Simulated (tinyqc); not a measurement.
On-chip interconnect, size-dependent resistivity and RC delay: two steps of the calculation.

A rectangular line between two neighbours and two ground planes. Surface and grain-boundary scattering are added to the bulk resistivity as corrections; capacitances are parallel-plate values without fringing; inductance is ignored.

Inputs (values chosen for the exercise); metal values close to those of tungsten: bulk resistivity rho0 = 5.4 uohm cm; bulk mean free path lam = 15.2 nm; specular share of surface scattering ps = 0; reflection coefficient of grain boundaries Rg = 0.51; grain size over the metal width gr = 1.5; drawn line width wd = 94 nm; aspect ratio, height over width AR = 1.6; liner on both walls and the bottom, not conducting tl = 0.4 nm; space to the neighbouring lines sp = 190 nm; dielectric height to the planes above and below hd = 120 nm; relative permittivity of the dielectric ek = 2.5; Miller factor of the neighbours Mf = 1; driver resistance Rd = 840 ohm; time step dt = 0.3 ps.

Constants: eps0 = 8.8541878128e-12 F/m. Results are converted to the units shown.

Problem 1. Resistivity, resistance and capacitance per length. Metal width x = wd - 2 tl, height y = AR wd - tl; grain boundaries (Mayadas-Shatzkes): al = (lam/(gr x)) Rg/(1 - Rg), g = 1/[1 - 3 al/2 + 3 al^2 - 3 al^3 ln(1 + 1/al)] - 1; surfaces (Fuchs-Sondheimer, thick limit): s = (3/8) lam (1 - ps)(1/x + 1/y); rho = rho0 (1 + g + s); r = rho/(x y); c = eps0 ek (2 wd/hd + 2 Mf AR wd/sp).

Find: x; y; al; g; s; rho; r; c.

Solution 1.

x = 93.200 nm
y = 150.00 nm
al = 0.11316
g = 0.16451
s = 0.099159
rho = 6.8238 uohm cm
r = 4.8811 ohm/um
c = 0.069723 fF/um

Problem 2. Node voltages after a time step. A 1 V step is applied behind Rd at t = 0. C dv/dt = -G v + b, with G the conductance matrix of the ladder (1/Rs between neighbours, 1/Rd added at node 0) and b = (1 V/Rd, 0, ...). Trapezoidal step: (C/dt + G/2) v(new) = (C/dt - G/2) v + b.

Rs = 13.016299 ohm

| node | C (fF) | v at t = 1 dt (V) |
|---|---|---|
| 0 | 0.092963794 | 0.29561573 |
| 1 | 0.18592759 | 0.27159001 |
| 2 | 0.18592759 | 0.25194610 |
| 3 | 0.18592759 | 0.23636707 |
| 4 | 0.18592759 | 0.22460156 |
| 5 | 0.18592759 | 0.21645977 |
| 6 | 0.25296379 | 0.21181031 |

Find: v at t = 2 dt.

Solution 2.

| node | v at t = 2 dt (V) |
|---|---|
| 0 | 0.4114 |
| 1 | 0.4163 |
| 2 | 0.4192 |
| 3 | 0.4207 |
| 4 | 0.4214 |
| 5 | 0.4216 |
| 6 | 0.4217 |

Program tinyqc, `OMP_NUM_THREADS=1 python tinyqc.py 2100146 2100147 out.jsonl`; Intel Xeon 2.30GHz, shared host, one thread, about 0.01 s.
